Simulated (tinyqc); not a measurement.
Time-dependent dielectric breakdown: cell percolation, Weibull statistics, area scaling and voltage extrapolation: one step, computed by the program tinyqc. Command: `OMP_NUM_THREADS=1 python tinyqc.py 3008309 3008310 out.jsonl tddb walk`. One thread of a shared host (Intel(R) Xeon(R) Processor @ 2.30GHz), about 0.01 s of CPU time with the checks.

The oxide is divided into columns of area a^2, each holding m = t_ox/a cells (m is taken as continuous). A share lambda(t) = (t/t_1)^alpha of the cells is defective, and a column whose cells are all defective breaks down.

Question. Projection to use conditions. All three voltage laws share the slope n at the stress voltage. Factor t(V_u)/t(V): E law exp(n (1 - V_u/V)); 1/E law exp(n (V/V_u - 1)); power law (V/V_u)^n. Temperatures in kelvin are T(C) + 273.15. Temperature factor exp[(E_a/k_B)(1/T_u - 1/T)]; area factor (A/A_u)^(1/beta); percentile factor (-ln(1 - F))^(1/beta); life = t63 x all four; 1 year = 3.15576e7 s.

Inputs (values chosen for the exercise, for a model gate oxide):

| quantity | value | unit |
|---|---|---|
| test area A | 0.2 | um^2 |
| product area A_u | 900000 | um^2 |
| stress voltage V | 2.05 | V |
| use voltage V_u | 0.85 | V |
| local exponent n = -d ln t/d ln V at the stress voltage | 45 | - |
| activation energy E_a | 0.83 | eV |
| stress temperature T | 125 | C |
| use temperature T_u | 55 | C |
| allowed failure fraction F | 0.0001 | - |

Voltage law used: 1/E.

Weibull slope beta = 0.9

characteristic life t63 = 82462.01 s

Constants: k_B = 8.617333262e-05 eV/K.

Give: voltage factor; temperature factor; area factor; percentile factor; projected life.

Answer.

voltage factor = 3.895e+27

temperature factor = 174.2

area factor = 4.051e-08

percentile factor = 3.594e-05

projected life = 2.582e+15 years

Area and percentile together cost 11.8 decades, voltage and temperature return 29.8; a ten-year target is met. Caution: t_1 is an input here; in a real oxide it changes with thickness at fixed voltage. Caution: a voltage factor of more than nine decades rests wholly on the chosen law and cannot be tested.
